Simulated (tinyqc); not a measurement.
Gap and voltage scale from two read currents.

Question. I = I0 exp(-g/g0) sinh(Vd/V0) at a fixed gap. Find V0 and g.

Parameters, values chosen for the exercise:

| symbol | value | unit | meaning |
|---|---|---|---|
| I0 | 0.42 | mA | current scale |
| g0 | 0.32 | nm | tunnelling length |

I at Vd = 0.1 and 0.6 V (uA): [1.2285410, 12.314887]

Solution. The ratio of the currents depends on V0 alone and falls steadily as V0 grows; either current then gives g.

V0 = 0.320 V
g = 1.50 nm

Program tinyqc, `OMP_NUM_THREADS=1 python tinyqc.py 2880146 2880147 out.jsonl`; Intel Xeon 2.30GHz, shared host, one thread, about 0.1 s.
